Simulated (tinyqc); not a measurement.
Thin (001) film in sp3s* tight binding with raised dangling bonds: one step. Levels of the small film. Four cases, with inputs chosen for the exercise.

Question. Diagonalise both blocks.

Case 1.

s, pz, s* block (eV), lower triangle:
```
          sa1       za1      *a1       sc2       zc2      *c2       sa3       za3      *a3       sc4       zc4
sa1  -1.69500
za1  -2.50000   4.22200
*a1         0         0  6.67300
sc2  -4.16500  -2.87650        0  -4.19500
zc2   2.87650   0.86100  2.69750         0   1.72200
*c2         0  -2.69750        0         0         0  6.67300
sa3         0         0        0  -4.16500  -2.87650        0  -4.19500
za3         0         0        0   2.87650   0.86100  2.69750         0   1.72200
*a3         0         0        0         0  -2.69750        0         0         0  6.67300
sc4         0         0        0         0         0        0  -4.16500  -2.87650        0  -4.19500
zc4         0         0        0         0         0        0   2.87650   0.86100  2.69750         0   1.72200
*c4         0         0        0         0         0        0         0  -2.69750        0         0         0
sa5         0         0        0         0         0        0         0         0        0  -4.16500  -2.87650
za5         0         0        0         0         0        0         0         0        0   2.87650   0.86100
*a5         0         0        0         0         0        0         0         0        0         0  -2.69750

         *c4       sa5      za5      *a5
*c4  6.67300
sa5        0  -1.69500
za5  2.69750   2.50000  4.22200
*a5        0         0        0  6.67300
```

u, v block (eV), lower triangle:
```
         ua1       va1       uc2      vc2      ua3       va3       uc4      vc4      ua5      va5
ua1  1.72200
va1        0   6.72200
uc2  3.14750         0   1.72200
vc2        0  -1.42550         0  1.72200
ua3        0         0  -1.42550        0  1.72200
va3        0         0         0  3.14750        0   1.72200
uc4        0         0         0        0  3.14750         0   1.72200
vc4        0         0         0        0        0  -1.42550         0  1.72200
ua5        0         0         0        0        0         0  -1.42550        0  6.72200
va5        0         0         0        0        0         0         0  3.14750        0  1.72200
```

Case 2.

s, pz, s* block (eV), lower triangle:
```
           sa1       za1      *a1       sc2       zc2      *c2       sa3       za3      *a3       sc4
sa1    5.78700
za1  -10.00000  11.70600
*a1          0         0  6.62300
sc2   -4.14000  -2.88300        0  -4.21300
zc2    2.88300   0.85300  2.67650         0   1.70600
*c2          0  -2.67650        0         0         0  6.62300
sa3          0         0        0  -4.14000  -2.88300        0  -4.21300
za3          0         0        0   2.88300   0.85300  2.67650         0   1.70600
*a3          0         0        0         0  -2.67650        0         0         0  6.62300
sc4          0         0        0         0         0        0  -4.14000  -2.88300        0  -4.21300
zc4          0         0        0         0         0        0   2.88300   0.85300  2.67650         0
*c4          0         0        0         0         0        0         0  -2.67650        0         0
sa5          0         0        0         0         0        0         0         0        0  -4.14000
za5          0         0        0         0         0        0         0         0        0   2.88300
*a5          0         0        0         0         0        0         0         0        0         0

          zc4      *c4       sa5       za5      *a5
zc4   1.70600
*c4         0  6.62300
sa5  -2.88300        0   5.78700
za5   0.85300  2.67650  10.00000  11.70600
*a5  -2.67650        0         0         0  6.62300
```

u, v block (eV), lower triangle:
```
         ua1       va1       uc2      vc2      ua3       va3       uc4      vc4       ua5      va5
ua1  1.70600
va1        0  21.70600
uc2  3.15050         0   1.70600
vc2        0  -1.44450         0  1.70600
ua3        0         0  -1.44450        0  1.70600
va3        0         0         0  3.15050        0   1.70600
uc4        0         0         0        0  3.15050         0   1.70600
vc4        0         0         0        0        0  -1.44450         0  1.70600
ua5        0         0         0        0        0         0  -1.44450        0  21.70600
va5        0         0         0        0        0         0         0  3.15050         0  1.70600
```

Case 3.

s, pz, s* block (eV), lower triangle:
```
           sa1       za1      *a1       sc2       zc2      *c2       sa3       za3      *a3       sc4
sa1    6.73738
za1  -15.00000  16.02938
*a1          0         0  8.48438
sc2   -3.20550  -2.85850        0  -2.69862
zc2    2.26250   0.97400  2.44100         0   3.68638
*c2          0  -2.42050        0         0         0  6.73238
sa3          0         0        0  -3.20550  -2.26250        0  -8.26262
za3          0         0        0   2.85850   0.97400  2.42050         0   1.02938
*a3          0         0        0         0  -2.44100        0         0         0  8.48438
sc4          0         0        0         0         0        0  -3.20550  -2.85850        0  -2.69862
zc4          0         0        0         0         0        0   2.26250   0.97400  2.44100         0
*c4          0         0        0         0         0        0         0  -2.42050        0         0
sa5          0         0        0         0         0        0         0         0        0  -3.20550
za5          0         0        0         0         0        0         0         0        0   2.85850
*a5          0         0        0         0         0        0         0         0        0         0

          zc4      *c4       sa5       za5      *a5
zc4   3.68638
*c4         0  6.73238
sa5  -2.26250        0   6.73738
za5   0.97400  2.42050  15.00000  16.02938
*a5  -2.44100        0         0         0  8.48438
```

u, v block (eV), lower triangle:
```
         ua1       va1       uc2      vc2      ua3       va3       uc4      vc4       ua5      va5
ua1  1.02938
va1        0  31.02938
uc2  3.49700         0   3.68638
vc2        0  -1.54900         0  3.68638
ua3        0         0  -1.54900        0  1.02938
va3        0         0         0  3.49700        0   1.02938
uc4        0         0         0        0  3.49700         0   3.68638
vc4        0         0         0        0        0  -1.54900         0  3.68638
ua5        0         0         0        0        0         0  -1.54900        0  31.02938
va5        0         0         0        0        0         0         0  3.49700         0  1.02938
```

Case 4.

s, pz, s* block (eV), lower triangle:
```
           sa1       za1      *a1       sc2       zc2      *c2       sa3       za3      *a3       sc4
sa1    6.54240
za1  -15.00000  17.11240
*a1          0         0  9.62440
sc2   -6.23400  -4.58600        0  -4.81260
zc2    4.70400   1.50700  4.38950         0   4.30040
*c2          0  -2.22000        0         0         0  9.40540
sa3          0         0        0  -6.23400  -4.70400        0  -8.45760
za3          0         0        0   4.58600   1.50700  2.22000         0   2.11240
*a3          0         0        0         0  -4.38950        0         0         0  9.62440
sc4          0         0        0         0         0        0  -6.23400  -4.58600        0  10.18740
zc4          0         0        0         0         0        0   4.70400   1.50700  4.38950  15.00000
*c4          0         0        0         0         0        0         0  -2.22000        0         0

          zc4      *c4
zc4  19.30040
*c4         0  9.40540
```

u, v block (eV), lower triangle:
```
         ua1       va1       uc2      vc2      ua3       va3      uc4       vc4
ua1  2.11240
va1        0  32.11240
uc2  4.44250         0   4.30040
vc2        0  -1.42850         0  4.30040
ua3        0         0  -1.42850        0  2.11240
va3        0         0         0  4.44250        0   2.11240
uc4        0         0         0        0  4.44250         0  4.30040
vc4        0         0         0        0        0  -1.42850        0  34.30040
```

Give: levels of the s, pz, s* block; levels of the u, v block.

Answer.

Case 1.

levels of the s, pz, s* block (eV): -11.777  -9.727  -6.713  -3.008  1.788  1.850  3.081  3.111  4.016  4.453  6.673  8.063  8.744  10.066  10.380

levels of the u, v block (eV): -2.265  -2.265  -0.873  -0.873  4.004  4.004  5.456  5.456  7.287  7.287

No level lies between 0 and the bulk edge 1.167 eV; confinement has widened the gap at zero in-plane momentum to 2.661 eV.

Case 2.

levels of the s, pz, s* block (eV): -11.699  -9.531  -6.327  -2.463  1.802  1.996  3.116  3.912  6.623  6.756  7.980  9.219  9.975  19.600  19.621

levels of the u, v block (eV): -2.266  -2.266  -0.832  -0.832  4.179  4.179  5.636  5.636  21.812  21.812

No level lies between 0 and the bulk edge 1.177 eV; confinement has widened the gap at zero in-plane momentum to 2.634 eV.

Case 3.

levels of the s, pz, s* block (eV): -11.764  -9.009  -7.241  -2.877  1.997  2.452  2.512  3.668  6.783  8.484  8.795  9.615  11.190  27.291  27.297

levels of the u, v block (eV): -2.207  -2.207  -0.761  -0.761  5.422  5.422  6.888  6.888  31.118  31.118

No level lies between 0 and the bulk edge 1.508 eV; confinement has widened the gap at zero in-plane momentum to 2.758 eV.

Case 4.

levels of the s, pz, s* block (eV): -17.501  -12.395  -4.967  3.350  5.431  6.132  9.414  9.815  11.314  14.622  28.018  31.113

levels of the u, v block (eV): -2.121  -1.427  -0.734  7.147  7.701  8.534  32.187  34.365

No level lies between 0 and the bulk edge 2.208 eV; confinement has widened the gap at zero in-plane momentum to 4.084 eV.

Computed by tinyqc, one run a case: `OMP_NUM_THREADS=1 python tinyqc.py N N+1 out.jsonl` with N = 1451135, 1451161, 1451227, 1451325; one thread of a shared Intel(R) Xeon(R) Processor @ 2.30GHz, about 0.4 s a run at most.
